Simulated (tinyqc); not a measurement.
From results to parameters: diatomic chain. Computed by the program tinyqc.

Problem. A chain of two alternating masses has one spring constant k; at the zone edge omega^2 = 2k/M and 2k/m, and wavenumber = 521.4708 sqrt(omega^2) with omega^2 in eV/(angstrom^2 u). Find k, the heavier mass and the optical wavenumber at q = 0.

wavenumbers at the zone edge (cm^-1): 343.468210  414.238247
lighter mass = 37.400000 u

Solution. The upper value gives k = m omega^2/2, the ratio of the squares gives M/m, and at q = 0 omega^2 = 2k (1/m + 1/M), the sum of the two.

k = 11.8000 eV/angstrom^2
heavier mass = 54.400 u
optical wavenumber at q = 0 = 538.1113 cm^-1
